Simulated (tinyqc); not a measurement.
What each parameter does: three-band tight binding of a dichalcogenide monolayer.

Basis dz2, dxy, dx2-y2 on a triangular lattice, nearest neighbours; alpha = kx a/2, beta = sqrt3 ky a/2. h0 = e1 + 2 t0 (cos 2alpha + 2 cos alpha cos beta); h1 = -2 sqrt3 t2 sin alpha sin beta + 2i t1 (sin 2alpha + sin alpha cos beta); h2 = 2 t2 (cos 2alpha - cos alpha cos beta) + 2i sqrt3 t1 cos alpha sin beta; h11 = e2 + 2 t11 cos 2alpha + (t11 + 3 t22) cos alpha cos beta; h22 = e2 + 2 t22 cos 2alpha + (3 t11 + t22) cos alpha cos beta; h12 = sqrt3 (t22 - t11) sin alpha sin beta + 4i t12 sin alpha (cos alpha - cos beta) + i lam sz. H = [[h0, h1, h2], [., h11, h12], [., ., h22]], Hermitian; the lowest band of each spin is filled. K = (4 pi/3a, 0), M = (pi/a, pi/(sqrt3 a)).

Constants: hbar^2/2m0 = 3.80998211 eV angstrom^2.

Inputs chosen for the exercise (near a published set for monolayer MoSe2; not measured data): a = 3.332 angstrom (lattice constant); e1 = 0.925 eV (level of dz2); e2 = 2.068 eV (level of dxy and dx2-y2); t0 = -0.19 eV (hopping); t1 = 0.321 eV (hopping); t2 = 0.445 eV (hopping); t11 = 0.213 eV (hopping); t12 = 0.283 eV (hopping); t22 = 0.128 eV (hopping); lam = 0.092 eV (spin-orbit constant).

Spin up: gap at K, Ev(K) - Ev(Gamma), and masses at K by central differences along kx with step 0.002 1/angstrom, c = hbar^2/2m0.

One parameter was then changed.

Results before and after:

| case | gap at K (eV) | K - Gamma (eV) | m_c (m0) | m_v (m0) |
|---|---|---|---|---|
| base | 1.3170 | 0.3930 | 0.478 | 0.651 |
| changed | 1.1611 | 0.5489 | 0.411 | 0.488 |

Which of these changes was made? (a) lam = 0.062 eV; (b) t22 = 0.158 eV; (c) t12 = 0.253 eV; (d) t11 = 0.183 eV; (e) e1 = 0.955 eV; (f) t1 = 0.291 eV.

Answer: (c) t12 = 0.253 eV. Of the candidates, run in turn, only this one gives the changed row.

All candidates:

| case | gap at K (eV) | K - Gamma (eV) | m_c (m0) | m_v (m0) |
|---|---|---|---|---|
| base | 1.3170 | 0.3930 | 0.478 | 0.651 |
| t12 = 0.253 eV | 1.1611 | 0.5489 | 0.411 | 0.488 |
| lam = 0.062 eV | 1.3470 | 0.3630 | 0.492 | 0.680 |
| t11 = 0.183 eV | 1.2720 | 0.4380 | 0.452 | 0.600 |
| t22 = 0.158 eV | 1.3620 | 0.3480 | 0.506 | 0.716 |
| t1 = 0.291 eV | 1.3170 | 0.3930 | 0.536 | 0.727 |
| e1 = 0.955 eV | 1.3470 | 0.3630 | 0.496 | 0.680 |

t1 couples dz2 to the other orbitals and vanishes at K and Gamma, so only the masses feel it.

Run: tinyqc, `OMP_NUM_THREADS=1 python tinyqc.py 1451258 1451259 out.jsonl`; Intel(R) Xeon(R) Processor @ 2.30GHz, one thread, shared host; about 0.03 s of CPU time with all checks.
